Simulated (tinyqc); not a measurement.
Inside a calculation: localisation in a chain with random site energies (transfer matrices). Values are carried at full precision from step to step, so a last printed digit may differ when a step is redone from the rounded ones.

Hopping -t; leads with site energy 0, E = -2t cos(ka). psi_(j+1) = ((e_j - E)/t) psi_j - psi_(j-1), a product of matrices M_j = [[(e_j - E)/t, -1], [1, 0]]. For M = M_N ... M_1 the transmission is T = 4 sin^2(ka)/|M21 - M12 + M22 exp(ika) - M11 exp(-ika)|^2. Long samples draw e_j = W (x_j/2147483647 - 1/2) from x_j = 16807 x_(j-1) mod 2147483647, starting at x0. The localisation length xi, in sites, is defined by ln T = -2N/xi on average; weak disorder gives xi = 24 (4t^2 - E^2)/W^2, and the mean free path for backscattering is xi/2.

Parameters, chosen for this exercise:
```
symbol  value                                                             unit      meaning
t       1.8                                                               eV        hopping
E       -1.62                                                             eV        energy
e       (-1.04, -0.19, 0.5, 0.75, 1.36, -0.81, 0.01, -1.13, -1.27, 0.52)  eV        site energies of the short sample
W       3.02                                                              eV        full width of the disorder
a       4.6                                                               angstrom  spacing
```

## The product of transfer matrices

Multiply site by site and give T for each length.

Running product:
```
j,(e_j - E)/t,M11,M12,M21,M22,T
1,0.3222,0.3222,-1.0000,1.0000,0.0000,0.9053
2,0.7944,-0.7440,-0.7944,0.3222,-1.0000,0.9304
3,1.1778,-1.1985,0.0643,-0.7440,-0.7944,0.8961
4,1.3167,-0.8340,0.8791,-1.1985,0.0643,0.9747
5,1.6556,-0.1823,1.3911,-0.8340,0.8791,0.9270
6,0.4500,0.7520,-0.2531,-0.1823,1.3911,0.8414
7,0.9056,0.8632,-1.6204,0.7520,-0.2531,0.8409
8,0.2722,-0.5170,-0.1880,0.8632,-1.6204,0.8074
9,0.1944,-0.9638,1.5838,-0.5170,-0.1880,0.7731
10,1.1889,-0.6288,2.0709,-0.9638,1.5838,0.6530
```

T is 0.6530 for the whole sample and does not fall steadily (it rises at j = 2 and 4): reflected waves interfere. The determinant of M stays 1.

## The same sites added without interference

One site alone reflects R_j = e_j^2/(e_j^2 + 4t^2 - E^2); incoherent addition sums R/(1 - R), and T = 1/(1 + sum).

R_j: 0.0947  0.0035  0.0236  0.0516  0.1518  0.0597  0.0000  0.1100  0.1350  0.0255

sum of R/(1 - R) = 0.7350
T without interference = 0.5764

The coherent product gives 0.6530 for this sample.

## Weak-disorder lengths

Form ka, xi, xi a and the mean free path xi a/2.

ka = 1.1040 rad
xi = 27.20 sites

lengths (nm): localisation 12.511, mean free path 6.255

The formula needs xi well above one site.

## Checks

- T from the product against the Green function: both 0.65302.

Computed by tinyqc, a small Python program: `OMP_NUM_THREADS=1 python tinyqc.py 1482418 1482419 out.jsonl` (the numbers bound the seed that draws the inputs); one thread of a shared host (Intel(R) Xeon(R) Processor @ 2.30GHz), about 0.07 s for the whole set of steps.
